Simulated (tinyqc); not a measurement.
Hubbard chain of 4 sites, step by step. One step of it, computed by the program tinyqc.

Problem. Mean-field iteration 2. H(up) = T + U n(down), H(down) = T + U n(up); fill the lowest levels; n(new) = n + mixing (n(out) - n); E = tr T (rho up + rho down) + U sum n_up n_down of the output.

one-body matrix (hopping and site energies) (eV):
```
           1          2          3          4
1   0.800000  -1.950000   0.000000   0.000000
2  -1.950000   0.940000  -1.950000   0.000000
3   0.000000  -1.950000  -0.120000  -1.950000
4   0.000000   0.000000  -1.950000  -0.650000
```

U = 3.300000 eV

electrons, up and down: 2  1

mixing = 0.500000

n(up) after iteration 1: 1 0.512040, 2 0.451302, 3 0.519506, 4 0.517153

n(down) after iteration 1: 1 0.123859, 2 0.249598, 3 0.311224, 4 0.315320

Give: levels, up; levels, down; energy; n(up) after iteration 2; n(down) after iteration 2.

Solution.

levels, up (eV): -2.0659  -0.2050  2.1171  4.4237

levels, down (eV): -1.3496  0.6982  2.9995  5.2218

energy = -5.3047 eV

n(up) after iteration 2: 1 0.5074, 2 0.4501, 3 0.4874, 4 0.5552

n(down) after iteration 2: 1 0.0897, 2 0.2324, 3 0.3757, 4 0.3022
